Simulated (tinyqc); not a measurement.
Worked calculation: plane-wave Kohn-Sham cycle with exchange-only LDA in a layered model solid. One step of it, computed by the program tinyqc.

Question. Iteration 2: Hamiltonian at one k. H(m,m') = (k + G_m)^2/2 delta + V(G_m - G_m'), with V(-G) = V(G).

A solid whose potential varies along x alone (atomic units):
```
parameter                      value
period a                    8.100000
cross-section of the cell  28.000000
electrons per cell                 2
grid points                       16
plane waves -n..n, n               3
k points                           2
V1 in V1 cos(2 pi x/a)     -0.540000
```

V(G_m), m = 0, 1, 2, ... (hartree): [-0.202674, -0.256411, -0.001275, -0.000624, 0.000002, 0.000037, 0.000006]

k = 0.250000 2 pi / a

Give: H.

Answer.

H (hartree), order -3, -2, -1, +0, +1, +2, +3:
```
[[2.0726, -0.2564, -0.0013, -0.0006, 0.0000, 0.0000, 0.0000],
 [-0.2564, 0.7187, -0.2564, -0.0013, -0.0006, 0.0000, 0.0000],
 [-0.0013, -0.2564, -0.0334, -0.2564, -0.0013, -0.0006, 0.0000],
 [-0.0006, -0.0013, -0.2564, -0.1839, -0.2564, -0.0013, -0.0006],
 [0.0000, -0.0006, -0.0013, -0.2564, 0.2674, -0.2564, -0.0013],
 [0.0000, 0.0000, -0.0006, -0.0013, -0.2564, 1.3204, -0.2564],
 [0.0000, 0.0000, 0.0000, -0.0006, -0.0013, -0.2564, 2.9751]]
```
